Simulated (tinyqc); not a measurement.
# Diffusion length from constant photovoltage

Problem. In a thick sample with a thin depletion layer the excess density at its edge goes as flux/(1/alpha + L), so the flux needed for a fixed surface photovoltage is proportional to 1/alpha + L. Find L.

photon flux for the same photovoltage at absorption coefficients 180 and 1900 1/cm (relative units): [83.555556, 33.263158]

Solution. The line of flux against 1/alpha meets zero at -L.

slope against 1/alpha = 1.00 1/um
L = 28.0 um

Computed by the program tinyqc: `OMP_NUM_THREADS=1 python tinyqc.py 2430023 2430024 out.jsonl`, one thread of a shared Intel Xeon 2.30GHz, about 0.01 s for the whole run.
